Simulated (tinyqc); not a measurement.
Worked calculation: CIS on RHF in the sto-3g basis, for BeH2, spin multiplicity 1. One step of it, computed by the program tinyqc.

Problem. Orthogonalisation. S = U s U^T; symmetric (Loewdin) form X = U s^(-1/2) U^T, so that X^T S X = 1.

overlap S, lower triangle:
```
           1Be 1s    1Be 2s   1Be 2px    1Be 2py   1Be 2pz     2H 1s     3H 1s
1Be 1s   1.000000
1Be 2s   0.259517  1.000000
1Be 2px  0.000000  0.000000  1.000000
1Be 2py  0.000000  0.000000  0.000000   1.000000
1Be 2pz  0.000000  0.000000  0.000000   0.000000  1.000000
2H 1s    0.058259  0.427997  0.000000   0.502316  0.000000  1.000000
3H 1s    0.058259  0.427997  0.000000  -0.502316  0.000000  0.025453  1.000000
```

Give: eigenvalues of S; X.

Solution.

eigenvalues of S: 0.2768  0.3789  0.9446  1.0000  1.0000  1.6978  1.7020

X, lower triangle:
```
          1Be 1s   1Be 2s  1Be 2px  1Be 2py  1Be 2pz    2H 1s   3H 1s
1Be 1s    1.0285
1Be 2s   -0.1529   1.2205
1Be 2px   0.0000   0.0000   1.0000
1Be 2py   0.0000   0.0000   0.0000   1.3240
1Be 2pz   0.0000   0.0000   0.0000   0.0000   1.0000
2H 1s     0.0198  -0.2822   0.0000  -0.4006   0.0000   1.2576
3H 1s     0.0198  -0.2822   0.0000   0.4006   0.0000  -0.0867  1.2576
```
